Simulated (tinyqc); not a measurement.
An infinitely deep well in a field (quantum-confined Stark shift), Airy functions: one step of the calculation.

Hard walls at x = -L/2 and +L/2; between them U(x) = -F x (eV, zero at the centre). C = hbar^2/(2 m0), e = (C F^2/m1)^(1/3), z1 = (F L/2 - E)/e at the left wall and z2 = (-F L/2 - E)/e at the right wall. Levels are the roots of D(E) = Ai(z1) Bi(z2) - Ai(z2) Bi(z1).

Task. Stark shift. Exact shift E_n(F) - E_n(0), and the mean position <x> = -dE_n/dF. E_n(0) = C (n pi/L)^2/m1; second-order shift m1 F^2 L^4 (1 - 15/(pi n)^2)/(48 C pi^2 n^2).

Values chosen for this exercise:

| symbol | value | unit | meaning |
|---|---|---|---|
| m1 | 0.073 | m0 | mass |
| L | 18 | nm | well width |
| F | 0.0019 | V/nm | field |
| n | 2 |  | level sought |

Constants: q = 1.602176634e-19 C, hbar = 1.054571817e-34 J s, m0 = 9.1093837015e-31 kg, hbar^2/(2 m0) = 0.0380998212 eV nm^2. Results are converted to the units shown.

Give: E_n; shift; <x>.

Result.

E_n = 0.06382 eV
shift = 0.2307 meV
<x> = -0.2358 nm

Program tinyqc, `OMP_NUM_THREADS=1 python tinyqc.py 2580115 2580116 out.jsonl`; Intel Xeon 2.30GHz, shared host, one thread, about 0.03 s.
